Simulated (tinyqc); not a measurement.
# Capacitance measurement on a leaky thin oxide: effects of series resistance and leakage: readings against frequency

The device is a capacitance C in parallel with a leakage conductance G, in series with Rs and Ls. An impedance meter reports either a parallel pair (Cp, Gp) from Y = 1/Z = Gp + i w Cp or a series pair (Cs, Rm) from Z = Rm + 1/(i w Cs); w = 2 pi f, dissipation D = Gp/(w |Cp|).

EOT = 3.9 tox/eox; CET = EOT + zc + zp; C = 3.9 eps0 A/CET; G = Jg A/Vs. Z = Rs + i w Ls + 1/(G + i w C); CET read from Cp = 3.9 eps0 A/Cp; errors under 0.001 % are printed as 0.

Parameters, values chosen for the exercise; values of the order met in thin-oxide MOS capacitors:
- eox = 3.9 (relative permittivity of the gate insulator (close to silicon dioxide))
- tox = 0.96 nm (insulator thickness)
- A = 10000 um^2 (gate area)
- zc = 0.4 nm (oxide-equivalent thickness added by the accumulation layer)
- zp = 0 nm (oxide-equivalent thickness added by gate depletion)
- Jg = 0.00076 A/cm^2 (gate leakage current density, not matched to the thickness)
- Vs = 0.38 V (voltage for an e-fold rise of the leakage)
- Rs = 520 ohm (series resistance)
- Ls = 0 nH (series inductance)

Constants: eps0 = 8.8541878128e-14 F/cm where lengths are in cm. Results are converted to the units shown.

The same in every row: C (pF) = 253.9.

Readings against frequency:
```
f (Hz)	Cp (pF)	Cs (pF)	D	error of Cp (%)	error of Cs (%)	CET read from Cp (nm)
1000	253.9	257.9	0.1262	-0.0209	1.57	1.360
3000	253.9	254.4	0.04428	-0.0214	0.175	1.360
10000	253.8	253.9	0.02083	-0.0277	0.0157	1.360
30000	253.7	253.9	0.02907	-0.0827	1.75e-3	1.361
1e5	252.1	253.9	0.08421	-0.704	0	1.370
3e5	239.1	253.9	0.2493	-5.85	0	1.445
1e6	150.4	253.9	0.8297	-40.8	0	2.296
3e6	35.29	253.9	2.489	-86.1	0	9.784
1e7	3.637	253.9	8.296	-98.6	0	94.96
3e7	0.4093	253.9	24.89	-99.8	0	843.7
```

D goes from 0.126 through a minimum of 0.0208 (at f = 10000 Hz among the rows listed) to 24.9; without inductance its minimum lies at f = sqrt(G (1 + G Rs)/Rs)/(2 pi C) = 12300 Hz. The error of Cp goes from -0.0209 to -99.8 % and that of Cs from 1.57 to 0 %; at low frequency Cp tends to C/(1 + G Rs)^2 and Cs grows as 1 + (G/(w C))^2. One of the two readings is within 2 % of C for f = 1000, 3000, 10000, 30000, 1e5, 3e5, 1e6, 3e6, 1e7, 3e7 Hz. For f = 3e6, 1e7, 3e7 D exceeds 1, where the accuracy of real meters degrades in proportion to sqrt(1 + D^2).

tinyqc, about 0.01 s, one thread, Intel Xeon 2.30GHz (shared host): `OMP_NUM_THREADS=1 python tinyqc.py 2022093 2022094 out.jsonl`
